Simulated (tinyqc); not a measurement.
Off-state leakage of single and stacked transistors: leakage components against the body voltage.

n-channel devices of unit width. Subthreshold current I(Vg, Vs, Vd) = I0 (T/300 K)^0.5 exp[(Vg - Vs - VT(T) - gb (Vs - Vb) + dd (Vd - Vs))/(nf Vt)] (1 - exp(-(Vd - Vs)/Vt)), VT(T) = VT - cT (T - 300 K). Gate-edge tunnelling Ig (Vd/1 V) exp(ag (Vd - 1 V)), for a gate at 0 V, and band-to-band leakage Ab u exp(-Bb/u), u = Vd - Vb + 1 V, flow at a drain held at V; both are taken as independent of T. In a stack of off transistors (all gates at 0 V) the same subthreshold current passes through each.

One transistor with Vg = Vs = 0, Vd = V; stack factor I(one)/I(two in series).

Inputs (values chosen for the exercise); values of the order met in bulk silicon logic transistors:
- T = 330 K (temperature)
- V = 0.8 V (supply voltage)
- VT = 0.32 V (threshold at 300 K, zero drain and body bias)
- cT = 0.9 mV/K (fall of the threshold with temperature)
- I0 = 0.17 uA/um (current at threshold at 300 K)
- nf = 1.2 (slope factor)
- dd = 0.1 (drain-induced lowering per volt)
- gb = 0.22 (rise of the threshold per volt of source-body bias)
- Ig = 9e-6 uA/um (gate-edge tunnelling current at 1 V)
- ag = 4.3 1/V (exponential slope of the gate current)
- Ab = 40 uA/(um V) (prefactor of band-to-band leakage at the drain)
- Bb = 20 V (its exponential voltage)

Constants: q = 1.602176634e-19 C, kB = 1.380649e-23 J/K, Vt = kB T/q. Results are converted to the units shown.

The same in every row: gate edge (nA/um) = 0.003047; stack factor = 9.991.

Leakage components against the body voltage:
```
Vb (V)  subthreshold (nA/um)  band-to-band (nA/um)  total (nA/um)  largest part
0.2                    1.260                0.2385          1.501  subthreshold
0                     0.3470                 1.076          1.426  band-to-band
-0.2                 0.09558                 3.632          3.731  band-to-band
-0.4                 0.02633                 9.916          9.946  band-to-band
-0.6                0.007252                 23.08          23.09  band-to-band
-0.8                0.001997                 47.46          47.46  band-to-band
-1                  5.501e-4                 88.53          88.54  band-to-band
-1.2                1.515e-4                 152.7          152.7  band-to-band
-1.4                4.174e-5                 247.1          247.1  band-to-band
```

As Vb goes from 0.2 to -1.4, the total leakage goes from 1.50 through a minimum of 1.43 (at Vb = 0 among the rows listed) to 247 nA/um. The subthreshold part leads at Vb = 0.2, the band-to-band part from 0 on. The exact minimum lies at Vb = 0.0944 V: reverse body bias lowers the subthreshold part by a decade every nf Vt ln 10/gb = 0.357 V but raises the band-to-band part. The reduction by a stack of two stays at 9.99, for the subthreshold part alone. For Vb = 0.2 the body is forward biased; the junction current, left out, is still small at this voltage.

tinyqc, about 0.03 s, one thread, Intel Xeon 2.30GHz (shared host): `OMP_NUM_THREADS=1 python tinyqc.py 2242227 2242228 out.jsonl`
